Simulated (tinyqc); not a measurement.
## Electron continuity equation in a given potential, Scharfetter-Gummel discretisation: current and errors against the applied potential

Steady state in one dimension: J = q mu n E + q D dn/dx with E = -dpsi/dx and D = mu Vt, dJ/dx = q (n/tau - G), fixed densities nL and nR at the ends. The potential is given, psi = U x/L, and is not changed by the electrons.

8 equal intervals. Fluxes J_i = (q D/h)(n_(i+1) P_i - n_i Q_i), d_i = (psi_(i+1) - psi_i)/Vt: Scharfetter-Gummel P = B(d), Q = B(-d), B(d) = d/(exp(d) - 1); central P = 1 - d/2, Q = 1 + d/2; upwind P = 1 + max(-d, 0), Q = 1 + max(d, 0). Balance at each inner node: J_i - J_(i-1) = q h (n_i/tau - G). The reference is Scharfetter-Gummel on 4000 intervals or more. Errors are those of J on the first interval against the reference at its midpoint; errors under 1e-6 % are printed as 0.

Inputs (values chosen for the exercise); mobility that of a made-up semiconductor: temperature T = 450 K; electron mobility mu = 1610 cm^2/(V s); length of the region L = 0.62 um; density at x = 0 nL = 6.2e12 cm^-3; density at x = L nR = 0 cm^-3; lifetime tau = 2.3e-11 s; uniform generation rate G = 4e23 cm^-3 s^-1.

Constants: q = 1.602176634e-19 C, kB = 1.380649e-23 J/K, Vt = kB T/q. Results are converted to the units shown.

Current and errors against the applied potential:

| U (V) | largest \|d\| | reference J (A/cm^2) | SG error (%) | central error (%) | upwind error (%) | most negative central n (cm^-3), 0 if none |
|---|---|---|---|---|---|---|
| -0.016 | 0.05158 | 0.08861 | -4.18 | -3.95 | -30.2 | 0 |
| -0.062 | 0.1999 | 0.8319 | -0.901 | -0.495 | -12.7 | 0 |
| -0.16 | 0.5158 | 1.879 | -0.912 | 0.172 | -12.5 | 0 |
| -0.31 | 0.9993 | 2.624 | -1.29 | 0.684 | -11.5 | 0 |
| -0.47 | 1.515 | 2.977 | -1.76 | 1.10 | -10.7 | 0 |
| -0.68 | 2.192 | 3.209 | -2.37 | 1.55 | -9.98 | 0 |
| -0.93 | 2.998 | 3.352 | -3.03 | 1.98 | -9.43 | -1.78e11 |
| -1.4 | 4.513 | 3.482 | -4.01 | 2.16 | -8.76 | -1.55e12 |

What does the table show?

The reference current rises from 0.0886 to 3.48 A/cm^2. The largest errors in size are 4.2 % (Scharfetter-Gummel), 4.0 % (central) and 30 % (upwind). With sources Scharfetter-Gummel is no longer exact, since it takes J constant over each interval, and it is not always the most accurate for J. Central differences give negative densities for U = -0.93, -1.4 V; these rows have |d| above 2, which makes negative values possible though not certain.

Range of the model: The drift velocity mu E exceeds 1e7 cm/s somewhere, where real mobilities no longer stay constant.

Computed by the program tinyqc: `OMP_NUM_THREADS=1 python tinyqc.py 2220122 2220123 out.jsonl`, one thread of a shared Intel Xeon 2.30GHz, about 0.01 s for the whole run.
